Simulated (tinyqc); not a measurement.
Two-dimensional dopant profile at a mask edge: lateral junction, overlap and effective channel length: one step, computed by the program tinyqc.

Ions enter for y < 0; the mask (spacer, then gate) covers y > 0. x is the depth. The surface reflects dopant during the anneal.

Problem. Widths and vertical profile. Widths s_x^2 = (vertical straggle)^2 + 2 D t, s_y^2 = (lateral straggle)^2 + 2 D t. C(x, y) = V(x) (1/2) erfc(y/(sqrt2 s_y)), V(x) = Q/(sqrt(2 pi) s_x) [exp(-(x - R_p)^2/(2 s_x^2)) + exp(-(x + R_p)^2/(2 s_x^2))]; 1 nm = 1e-7 cm. The vertical junction far from the mask solves V(x) = C_B.

Inputs (values chosen for the exercise, modelled on a source-drain extension in silicon): dose Q = 9e+14 1/cm^2; projected range R_p = 5.5 nm; vertical straggle = 1.7 nm; lateral straggle = 1.5 nm; anneal budget D t = 4.6e-14 cm^2; channel doping C_B = 1.5e+17 1/cm^3.

Give: s_x; s_y; V at the surface; V at R_p; vertical junction x_j.

Solution.

s_x = 3.477 nm

s_y = 3.384 nm

V at the surface = 5.911e+20 1/cm^3

V at R_p = 1.040e+21 1/cm^3

vertical junction x_j = 20.12 nm

Caution: the peak exceeds usual solubilities, so part of the dose is inactive and diffusion is concentration dependent.
